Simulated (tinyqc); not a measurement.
## Junction parameters from two forward currents

Problem. D(v) = J1 (exp(v/Vt) - 1) + J2 (exp(v/(2 Vt)) - 1). Find J1, J2 and the voltage 2 Vt ln(J2/J1) near which both parts are equal.

Values chosen for this exercise: temperature T = 358 K.

Constants: q = 1.602176634e-19 C, kB = 1.380649e-23 J/K, Vt = kB T/q. Results are converted to the units shown.

junction voltages (V): 0.32  0.61
currents (uA/um): 7.2966741e-6  8.7963748e-4

Answer. The current is linear in J1 and J2, so two points give two equations.

J1 = 1.90e-13 uA/um
J2 = 4.10e-8 uA/um
crossover = 0.758 V

Numbers from tinyqc (`OMP_NUM_THREADS=1 python tinyqc.py 2182186 2182187 out.jsonl`; about 0.2 s on one thread of a shared Intel Xeon 2.30GHz).
